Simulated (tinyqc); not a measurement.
Ellipsoidal valleys in the axes of a wafer and a channel: one step. Subbands and shares in a film.

Hard walls: E_n = c (n pi/t)^2/mz, c = hbar^2/2m0, n = 1, 2, 3. Non-degenerate share of a valley proportional to md sum_n exp(-E_n/kT); mean 1/mc = sum of share/mc. 1 nm = 10 angstrom.

Constants: hbar^2/2m0 = 3.80998211 eV angstrom^2; kB = 8.617333262e-05 eV/K.

Inputs chosen for the exercise (out of a larger set: near those of the Delta valleys of Si; not measured data): t = 4.8 nm (thickness of the film); T = 77 K (temperature).

Masses (m0):
```
valley        mz        md        mc        mx        my
x       0.220110  0.391547  0.274748  0.435667  0.351896
y       0.220110  0.391547  0.274748  0.435667  0.351896
z       0.405528  0.288465  0.435667  0.435667  0.191000
```

Problem. Give the ladders, the shares and the mean conductivity mass.

Give: Subbands; mean mc.

Solution.

Subbands:
```
valley  E1 (meV)  E2 (meV)  E3 (meV)  share
x           74.1     296.6     667.3  0.008
y           74.1     296.6     667.3  0.008
z           40.2     161.0     362.2  0.984
```

mean mc = 0.4316 m0

The lowest ladder (z) holds 98 % of the electrons in these valleys, the next starts 34 meV higher.

tinyqc: `OMP_NUM_THREADS=1 python tinyqc.py 1881286 1881287 out.jsonl`; about 0.01 s, one thread, shared Intel(R) Xeon(R) Processor @ 2.30GHz.
